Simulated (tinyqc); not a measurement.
## Gate sheet resistance from two finger widths

Question. At low frequency R = Rsh Wf/(3 L) + B/Wf, where B collects the channel and vertical terms. Find Rsh, B and the width of lowest R.

Values chosen for this exercise: channel length L = 1.9 um.

input resistance of single fingers, contacted at one end, of width 0.53 and 8.7 um (ohm): 160.90811  49.339383

Answer. R Wf is a straight line in Wf^2; the minimum of R lies where both terms are equal.

Rsh = 26.00 ohm/square
B = 84.00 ohm um
width of lowest R = 4.291 um

tinyqc, about 0.01 s, one thread, Intel Xeon 2.30GHz (shared host): `OMP_NUM_THREADS=1 python tinyqc.py 2262243 2262244 out.jsonl`
